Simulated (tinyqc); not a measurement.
Gate sweep: ballistic transport through the one-dimensional subbands of a rectangular nanowire or nanosheet channel. Computed by tinyqc, a small Python program. Command: `OMP_NUM_THREADS=1 python tinyqc.py 3006157 3006158 out.jsonl wire walk`. One thread of a shared host (Intel(R) Xeon(R) Processor @ 2.30GHz), about 0.02 s of CPU time with the checks.

Hard walls, parabolic subbands, transport along x. Energies are counted from the bulk conduction band edge at the top of the barrier, which the gate pulls down by U; the source Fermi level lies at the bulk edge when U = 0.

Inputs (values chosen for the exercise, modelled on silicon):
```
quantity                      value  unit
light mass m_t                 0.18   m_0
heavy mass m_l                0.899   m_0
height a                        3.7    nm
width b                         7.7    nm
equivalent oxide thickness t    2.5    nm
drain voltage V_D              0.05     V
temperature T                   300     K
```

Valleys: silicon [100] wire.

Constants: hbar^2/(2 m_0) = 3.80998212 eV angstrom^2; k_B = 8.617333262e-05 eV/K; m_0 = 9.1093837015e-31 kg; k_B = 1.380649e-23 J/K; hbar = 1.054571817e-34 J s; eps_0 = 8.8541878128e-12 F/m; e = 1.602176634e-19 C; h = 6.62607015e-34 J s.

Method:
- E_pq = (hbar^2 pi^2/2)(p^2/(m_y b^2) + q^2/(m_z a^2)); valley pairs: (m_x, m_y, m_z) = (m_t, m_t, m_l), (m_t, m_l, m_t), (m_l, m_t, m_t), each with degeneracy g = 2; the 10 lowest subbands are kept.
- F_j(eta) = (1/Gamma(j + 1)) int_0^infinity x^j/(1 + exp(x - eta)) dx, F_0 = ln(1 + exp(eta)). Integrals over x = E/(k_B T) use 160 Gauss-Legendre points in u = sqrt(x) from 0 to sqrt(max(eta, 0) + 32).
- With degeneracy g = 2, eta_i = (U - E_i)/(k_B T) and u = e V_D/(k_B T): line density n = sum_i g sqrt(2 m_x k_B T/pi)/(2 hbar) [F_-1/2(eta_i) + F_-1/2(eta_i - u)]; gate: e n = C_ox (V_G - U/e), C_ox = 3.9 eps_0 2 (a + b)/t (flat-plate estimate); I = (2 e k_B T/h) sum_i g [F_0(eta_i) - F_0(eta_i - u)].
- Open modes are sum_i g/(1 + exp(-eta_i)). The last column is e dn/dV_G over C_ox, taken up to the next row.

Subbands:
```
valley axis  p  q  E (meV)  m_x (m_0)
z            1  1   65.788      0.180
z            1  2  157.448      0.180
y            1  1  159.652      0.180
z            2  1  171.492      0.180
y            2  1  180.816      0.180
x            1  1  187.832      0.899
y            3  1  216.090      0.180
z            2  2  263.152      0.180
y            4  1  265.473      0.180
x            2  1  293.535      0.899
```

Against the gate voltage:
```
V_G (V)  U (meV)    n (1/nm)  I (microampere)  open modes    C_g/C_ox
-0.230   -230.00  2.6851e-06       4.0362e-05  2.3556e-05  6.3825e-04
-0.130   -130.07  1.2814e-04       1.9263e-03  1.1240e-03  4.0258e-02
-0.014    -18.74  9.3075e-03       1.4015e-01  8.0618e-02  4.4448e-01
0.120      55.70  1.2638e-01       1.9198e+00  9.3658e-01  7.2338e-01
0.220      83.37  2.6857e-01       3.9998e+00  1.6942e+00  8.0883e-01
0.350     108.22  4.7525e-01       6.6646e+00  2.5776e+00  8.6125e-01
0.490     127.64  7.1225e-01       9.3567e+00  3.5630e+00  8.9506e-01
0.650     144.43  9.9375e-01       1.2418e+01  4.7663e+00  9.1738e-01
0.820     158.48  1.3003e+00       1.5764e+01  6.0470e+00  9.3190e-01
1.000     170.74  1.6300e+00       1.9379e+01  7.3194e+00           -
```

What does the comparison show, and why?

Between the first two rows the current rises one decade per 60 mV, against the limit ln(10) k_B T/e = 60 mV. Above threshold C_g/C_ox lies between 0.72 and 0.93: the quantum capacitance in series costs a visible part.

Extremes, crossings and ranges named in words are read from the listed rows.
